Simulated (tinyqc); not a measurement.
Frequency dispersion of an accumulation capacitance by border traps, distributed model: one step of the calculation.

Traps spread evenly through the insulator exchange electrons with the semiconductor by tunnelling, with tau(x) = t0 exp(2 ka x) at depth x from the interface. The admittance per area Y seen at depth x obeys dY/dx = -Y^2/(i w eps0 eox) + q Nb ln(1 + i w tau)/tau, with Y(0) = i w Cs and w = 2 pi f; the gate sees Y(tox) = G + i w C. Working variable y = Y/(i w), in uF/cm^2. Cox = eps0 eox/tox.

Question. Scales and lumped estimate. Cox; trap-free value 1/(1/Cox + 1/Cs); response depth d = ln(1/(w t0))/(2 ka), where w tau = 1; lumped estimate: all traps within d act as C_bt = q Nb d placed at d/2, so C = 1/{1/[1/(1/Cs + d/(2 eps0 eox)) + C_bt] + (tox - d/2)/(eps0 eox)}.

Parameters, values chosen for the exercise; permittivity close to that of hafnium oxide:
- eox = 18.2 (relative permittivity of the insulator)
- tox = 4.4 nm (insulator thickness)
- Cs = 7.7 uF/cm^2 (semiconductor capacitance in accumulation)
- Nb = 3.4e19 cm^-3 eV^-1 (density of border traps)
- ka = 5.6 1/nm (decay constant of the wave function in the insulator)
- t0 = 2e-10 s (time constant of a trap at the interface)
- f = 100 Hz (frequency)

Constants: q = 1.602176634e-19 C, eps0 = 8.8541878128e-14 F/cm where lengths are in cm. Results are converted to the units shown.

Find: Cox; trap-free C; d; C_bt; lumped C.

Answer.

Cox = 3.6624 uF/cm^2
trap-free C = 2.4819 uF/cm^2
d = 1.4187 nm
C_bt = 0.77283 uF/cm^2
lumped C = 2.6157 uF/cm^2

The traps within reach amount to 0.100 Cs and lie in the first 32.2 % of the insulator.

tinyqc, about 0.4 s, one thread, Intel Xeon 2.30GHz (shared host): `OMP_NUM_THREADS=1 python tinyqc.py 2202180 2202181 out.jsonl`
